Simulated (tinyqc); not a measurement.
Inside a calculation. Method: Hubbard chain of 4 sites. One step of it, computed by the program tinyqc.

Question. Mean-field iteration 3. H(up) = T + U n(down), H(down) = T + U n(up); fill the lowest levels; n(new) = n + mixing (n(out) - n); E = tr T (rho up + rho down) + U sum n_up n_down of the output.

one-body matrix (hopping and site energies) (eV), lower triangle:
```
,1,2,3,4
1,0.000000
2,-1.490000,0.000000
3,0.000000,-1.490000,0.000000
4,0.000000,0.000000,-1.490000,0.000000
```

U = 9.300000 eV

electrons, up and down: 2  2

mixing = 1

n(up) after iteration 2: 1 0.970687, 2 0.058540, 3 0.941460, 4 0.029313

n(down) after iteration 2: 1 0.029313, 2 0.941460, 3 0.058540, 4 0.970687

Give: levels, up; levels, down; energy; n(up) after iteration 3; n(down) after iteration 3.

Answer.

levels, up (eV): -0.2076  0.2817  9.0183  9.5076

levels, down (eV): -0.2076  0.2817  9.0183  9.5076

energy = -1.4070 eV

n(up) after iteration 3: 1 0.9738, 2 0.0517, 3 0.9483, 4 0.0262

n(down) after iteration 3: 1 0.0262, 2 0.9483, 3 0.0517, 4 0.9738
